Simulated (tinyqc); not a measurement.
Worked calculation: plane-wave Kohn-Sham cycle with exchange-only LDA in a layered model solid. Computed by tinyqc, a small Python program that keeps every step. Settings: points = 16, plane-wave index or count = 2, electrons = 2, k points = 3, area = 33.0, mixing = 1.0, iteration cap = 56. Command: `OMP_NUM_THREADS=1 python tinyqc.py 28526 28527 out.jsonl` (the two numbers bound the seeds that draw the settings). One thread of a shared host (Intel(R) Xeon(R) Processor @ 2.60GHz), about 0.02 s of CPU time with the checks.

A solid whose potential varies along x alone (atomic units):
```
parameter                      value
period a                   15.100000
cross-section of the cell  33.000000
electrons per cell                 2
grid points                       16
plane waves -n..n, n               2
k points                           3
V1 in V1 cos(2 pi x/a)     -0.400000
```

Stop when sqrt(dV sum R^2) is below 1e-8, dV = a A/N.

Course of the cycle:
```
iteration  E (hartree)  norm of the residual
1           -0.7775753              1.19e-01
2           -0.5377357              8.60e-02
3           -0.5586378              7.21e-02
4           -0.5220248              6.02e-02
5           -0.5297586              5.36e-02
6           -0.5150357              4.70e-02
7           -0.5186601              4.28e-02
8           -0.5111246              3.84e-02
9           -0.5129963              3.53e-02
10          -0.5086656              3.21e-02
11          -0.5096751              2.97e-02
...                ...                   ...
46          -0.9874810              1.96e-01
47          -0.9874810              1.96e-01
48          -0.9874810              1.96e-01
49          -0.9874810              1.96e-01
50          -0.9874810              1.96e-01
51          -0.9874810              1.96e-01
52          -0.9874810              1.96e-01
53          -0.9874810              1.96e-01
54          -0.9874810              1.96e-01
55          -0.9874810              1.96e-01
56          -0.9874810              1.96e-01
```

Can the last value be used, and what does the course show?

Not by the stop rule, although the second column moves by less than 1e-07 over the last three steps. Not converged within 56 iterations: the residual has stopped falling. Reruns (cap 100 unless said): mixing 0.1: not converged; mixing 0.5, Kerker q0 1.0: not converged; mixing 0.3, Pulay depth 5: converged in 11 (E = -0.50238); the original settings with a cap of 400: not converged.
